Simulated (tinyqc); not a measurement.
Inside a calculation. Model: minority-electron transport through the base of a bipolar transistor (Moll-Ross and Kroemer integrals). Computed by tinyqc, a small Python program that keeps every step. Command: `OMP_NUM_THREADS=1 python tinyqc.py 3015939 3015940 out.jsonl base walk`. One thread of a shared host (Intel(R) Xeon(R) Processor @ 2.30GHz), about 0.01 s of CPU time with the checks. Intermediate numbers are printed to about 6 digits and carried at full precision; extremes and crossings named in words are read from the listed rows.

Low injection, one dimension, x from the emitter edge (0) to the collector edge (W), s = x/W. Recombination is treated as a small correction (valid for tau_B well below tau_n), computed from the stored charge.

Inputs (values chosen for the exercise, modelled on GaAs):
```
quantity                                     value        unit
intrinsic density n_i at the emitter edge    2e+06      1/cm^3
base doping at the emitter edge N_0        4.5e+19      1/cm^3
base width W                                    63          nm
mu_min                                        1400  cm^2/(V s)
mu_max                                        7080  cm^2/(V s)
N_ref                                        8e+16      1/cm^3
saturation velocity v_s                       0.86    1e7 cm/s
electron lifetime tau_n                        110          ns
emitter Gummel number G_E                  2.8e+13      s/cm^4
base-emitter voltage V_BE                     0.89           V
temperature T                                  300           K
gap narrowing across the base dE_g              52         meV
```

Base doping profile: uniform. Gap grading: linear. Exit of the base: infinite sink.

Constants: k_B = 8.617333262e-05 eV/K; e = 1.602176634e-19 C.

## Profile and built-in field

N(x) = N_0; n_i(x)^2 = n_i^2 exp(s dE_g/k_B T); D(x) = (k_B T/e) mu, mu = mu_min + (mu_max - mu_min)/(1 + (N/N_ref)^0.7). Field that drives electrons towards the collector, averaged over the base: (k_B T/e) ln[N_0 n_i(W)^2/(N(W) n_i^2)]/W.

Across the base:
```
s    N (1/cm^3)  n_i(x)^2/n_i^2  D (cm^2/s)   y (s/cm^5)
0.0    4.50e+19         1.00000     37.9172  1.18680e+18
0.2    4.50e+19         1.49524     37.9172  7.93715e+17
0.4    4.50e+19         2.23576     37.9172  5.30826e+17
0.6    4.50e+19         3.34300     37.9172  3.55009e+17
0.8    4.50e+19         4.99861     37.9172  2.37426e+17
1.0    4.50e+19         7.47415     37.9172  1.58787e+17
```

drift factor eta (potential drop in k_B T/e) = 2.01145

mean built-in field = 8.25397 kV/cm

## Collector current and transit time

With y(x) = N n_i^2/(D n_i(x)^2): base Gummel number G_B = int_0^W y dx; J_C = e n_i^2 exp(e V_BE/k_B T)/G_B; n(x) = (J_C/e)(n_i(x)^2/(N n_i^2)) [int_x^W y dx]; transit time tau_B = (e/J_C) int n dx; trapezoid rule on 401 even points.

base Gummel number G_B = 3.21981e+12 s/cm^4

collector current density J_C = 1.77944e-04 A/cm^2

base transit time tau_B = 0.296296 ps

share of the exit term in G_B = 0 %

mean velocity W/tau_B = 2.12625 1e7 cm/s

Plain diffusion with the D of the emitter edge would take W^2/(2D) = 0.523 ps, 1.77 times the result. Caution: the mean velocity exceeds v_s, so drift-diffusion with a low-field mobility overstates the speed.

## Gain and speed

Emitter-limited gain beta_E = G_E/G_B; recombination-limited gain beta_R = tau_n/tau_B; 1/beta = 1/beta_E + 1/beta_R; f_T from the base alone = 1/(2 pi tau_B).

beta_E = 8.69617

beta_R = 371251

current gain beta = 8.69597

f_T from the base alone = 537.149 GHz

The gain is limited mainly by hole injection into the emitter (100 % of the base current).

## What grading buys

The formulas are those given above.

The same base with other gradings:
```
dE_g (meV)  dE_g/k_B T  G_B (s/cm^4)  J_C gain  tau_B (ps)  speed gain
0               0.0000   7.47683e+12    1.0000    0.523378     1.00000
25              0.9670   4.79203e+12    1.5603    0.388682     1.34655
50              1.9341   3.30700e+12    2.2609    0.301836     1.73398
75              2.9011   2.43558e+12    3.0698    0.243277     2.15137
100             3.8682   1.89253e+12    3.9507    0.202113     2.58953
150             5.8023   1.28474e+12    5.8197    0.149409     3.50300
200             7.7363   9.66063e+11    7.7395    0.117825     4.44199
300            11.6045   6.44342e+11   11.6038    0.082435     6.34900
```

At 100 meV J_C rises by a factor 3.95 and the transit is 2.59 times faster; at 300 meV the factors are 11.60 and 6.35. For a uniform base without exit term both tend to be linear in dE_g/k_B T, J_C as x/(1 - exp(-x)) and the speed as x/2. From 0 meV on the mean velocity W/tau_B exceeds v_s, so those speed gains are overstated.

Checks made by the program: transit time against W^2/(D eta) [1 - (1 - exp(-eta))/eta] plus the exit term (relative difference 5e-07).
